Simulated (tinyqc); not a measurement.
Permeation of metal atoms or ions through a thin barrier or dielectric: time lag, field-aided drift and lifetime: one step, computed by the program tinyqc. Command: `OMP_NUM_THREADS=1 python tinyqc.py 3030946 3030947 out.jsonl barrier walk`. One thread of a shared host (Intel(R) Xeon(R) Processor @ 2.30GHz), about 0.02 s of CPU time with the checks.

The film 0 < x < d is empty at first; C = C0 at x = 0 and C = 0 at x = d. dC/dt = D d2C/dx2 - v dC/dx with drift v = D z e V/(k_B T d) (uniform field, no space charge).

Task: Time to the critical dose. Steady flux J = (D C0/d) P/(1 - exp(-P)); time lag in units of d^2/D: s_L = [P (1 + exp(-P))/(1 - exp(-P)) - 2]/P^2 (P = 0: J = D C0/d, s_L = 1/6). Dose through the film Q(s) = C0 d {f (s - s_L) - 2 exp(P/2) sum_(n=1..200) (-1)^n n^2 pi^2 exp(-l_n s)/l_n^2}, l_n = n^2 pi^2 + P^2/4, f = P/(1 - exp(-P)) the relative flux. Temperatures in kelvin are T(C) + 273.15. Solve Q = Q_c for s. At the use temperature D and P take T_u, with the same C0 and V; 1 year = 3.15576e7 s.

Inputs (values chosen for the exercise, for a model case: singly charged ions through a dielectric): thickness d = 19 nm; prefactor D0 = 2.1e-07 cm^2/s; activation energy E = 0.801 eV; concentration at the source side C0 = 2.5e+15 1/cm^3; charge number z = 1; voltage V (positive drives ions across) = 0.29 V; critical dose Q_c = 3e+07 1/cm^2; test temperature T = 150 C; use temperature T_u = 100 C.

Peclet number P = 7.952996

time scale d^2/D = 59609.39 s

Constants: k_B = 8.617333262e-05 eV/K.

Give: s at the critical dose; failure time at T; failure time at T_u.

Result:

s at the critical dose = 0.04808

failure time at T = 2866 s

failure time at T_u = 0.001622 years

Caution: grain boundaries, pinholes, trapping and space charge are left out; thin real barriers usually fail at defects.
